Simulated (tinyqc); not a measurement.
Length of a polyene: Hueckel, PPP and singles CI along the polyenes. Computed by the program tinyqc. 

All-trans chains of carbon centres 1.40 angstrom apart:
```
parameter                               value
beta (eV), times 1 +/- alternation  -2.660000
alternation                                 0
W (eV)                              11.160000
gamma_rr (eV)                       11.000000
repulsion formula                          MN
```

Hueckel uses the same beta without repulsion; CIS keeps all single excitations and so misses the low, doubly excited 2Ag state. W is the valence ionisation energy of a centre, MN the Mataga-Nishimoto formula, f the oscillator strength.

Gaps and excitations (eV):
```
centres  Hueckel gap  PPP orbital gap  bright singlet (CIS)      f  lowest triplet (CIS)
2              5.320           10.635                 8.162  0.700                 2.478
4              3.288            7.944                 5.671  1.213                 1.388
6              2.368            6.577                 4.467  1.752                 0.894
8              1.848            5.740                 3.745  2.281                 0.619
10             1.514            5.170                 3.259  2.789                 0.446
12             1.283            4.756                 2.906  3.273                 0.329
14             1.112            4.442                 2.638  3.733                 0.245
```

The Hueckel gap tends to 4 x alternation x |beta| = 0.00 eV for long chains (zero without alternation, falling as 1/N). Exchange opens the PPP orbital gap, and the attraction of electron and hole brings the bright state 1.80 eV below it at 14 centres; the triplet lies 2.39 eV lower still.
